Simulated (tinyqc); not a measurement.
Worked calculation: donors with valley-orbit split 1s states. Values are carried at full precision from step to step, so a last printed digit may differ when a step is redone from the rounded ones.

Each donor binds at most one electron, in any of its states. For a site s, W_s = sum over its states of g exp(E/kT), and the ionised share is 1/(1 + W_s exp(eta)), eta = (EF - Ec)/kT; n = Nc F_1/2(eta); neutrality n + NA = ND x (mean ionised share); holes are neglected. Nc from N = 2 (m kB T/(4 pi c))^(3/2) with c = hbar^2/2m0, in 1/angstrom^3; times 1e24 for 1/cm^3, m = md. F_j(eta) = (1/Gamma(j + 1)) integral_0^infinity x^j dx/(1 + exp(x - eta)), which tends to exp(eta) for eta << 0.

Constants: hbar^2/2m0 = 3.80998211 eV angstrom^2; kB = 8.617333262e-05 eV/K.

Values chosen for the exercise (near those of As in Si; shifted at random, so the results belong to these values and not to a real crystal):
- md = 1.067 m0 (density-of-states mass of the conduction band)
- E = (52, 30.4, 29.8) meV (binding energies of 1s(A1), 1s(T2), 1s(E))
- g = (2, 6, 4) (their degeneracies with spin)
- T = 225 K
- ND = 2.1e+17 1/cm^3 (donors)
- NA = 0 1/cm^3 (compensating acceptors, all ionised)
- mu0 = 66 cm^2/(V s) (mobility at heavy doping)
- mu1 = 1340 cm^2/(V s) (mobility at light doping and 300 K)
- Nr = 1e+17 1/cm^3 (reference doping)
- de = 0.72 (doping exponent)
- ga = 2.3 (temperature exponent)

## Partition sums of the neutral donor

Give each term g exp(E/kT), W_s, and the effective degeneracy W_s exp(-E_ground/kT).

Nc = 1.7964e+19 1/cm^3

terms: 1s(A1) 29.23, 1s(T2) 28.78, 1s(E) 18.60

W_s: donor 76.608

effective degeneracy: donor 5.242

The ground state alone would give 2 and all states together 12; here the excited states hold 62 % of the bound electrons.

## Neutrality

Solve for eta.

eta = -4.898
n = 1.34e+17 1/cm^3

ionised share: donor 0.636

n is 0.636 of ND - NA.

## Mobility and resistivity

Mobility (Caughey-Thomas form): mu = mu0 + (mu1 (T/300)^(-ga) - mu0)/(1 + ((ND + NA)/Nr)^de); rho = 1/(e n mu), e = 1.602176634e-19 C.

Compare with full ionisation, n = ND - NA.

mu = 1001.3 cm^2/(V s)
rho = 0.0466 ohm cm
rho at full ionisation = 0.0297 ohm cm

Incomplete ionisation raises rho by a factor 1.57.

## Checks

- n at ND = 1e13 1/cm^3 against the root of n^2 = (Nc/W)(ND - n) (1/cm^3): both 1.000e+13.

tinyqc: `OMP_NUM_THREADS=1 python tinyqc.py 1651119 1651120 out.jsonl`; about 0.01 s, one thread, shared Intel(R) Xeon(R) Processor @ 2.30GHz.
